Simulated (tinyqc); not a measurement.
Off-state leakage of single and stacked transistors: one step of the calculation.

n-channel devices of unit width. Subthreshold current I(Vg, Vs, Vd) = I0 (T/300 K)^0.5 exp[(Vg - Vs - VT(T) - gb (Vs - Vb) + dd (Vd - Vs))/(nf Vt)] (1 - exp(-(Vd - Vs)/Vt)), VT(T) = VT - cT (T - 300 K). Gate-edge tunnelling Ig (Vd/1 V) exp(ag (Vd - 1 V)), for a gate at 0 V, and band-to-band leakage Ab u exp(-Bb/u), u = Vd - Vb + 1 V, flow at a drain held at V; both are taken as independent of T. In a stack of off transistors (all gates at 0 V) the same subthreshold current passes through each.

Task. New Vx. Stack of two, Vx the node between them: I_low = I(0, 0, Vx), I_up = I(0, Vx, V), f = ln(I_up/I_low), f' = -(1 + gb + 2 dd)/(nf Vt) - 1/(Vt (exp(Vx/Vt) - 1)) - 1/(Vt (exp((V - Vx)/Vt) - 1)), Vx(new) = Vx - f/f'.

Values chosen for this exercise; values of the order met in bulk silicon logic transistors: temperature T = 358 K; supply voltage V = 0.9 V; threshold at 300 K, zero drain and body bias VT = 0.44 V; fall of the threshold with temperature cT = 0.9 mV/K; current at threshold at 300 K I0 = 0.14 uA/um; slope factor nf = 1.3; drain-induced lowering per volt dd = 0.14; rise of the threshold per volt of source-body bias gb = 0.15; body voltage Vb = 0 V.

Constants: q = 1.602176634e-19 C, kB = 1.380649e-23 J/K, Vt = kB T/q. Results are converted to the units shown.

Vx at the start = 0.088 V

Find: I_low; I_up; f; f'; Vx after iteration 1.

Result.

I_low = 0.012378 nA/um
I_up = 0.013189 nA/um
f = 0.063421
f' = -37.641 1/V
Vx after iteration 1 = 0.089685 V

tinyqc, about 0.03 s, one thread, Intel Xeon 2.30GHz (shared host): `OMP_NUM_THREADS=1 python tinyqc.py 2242075 2242076 out.jsonl`
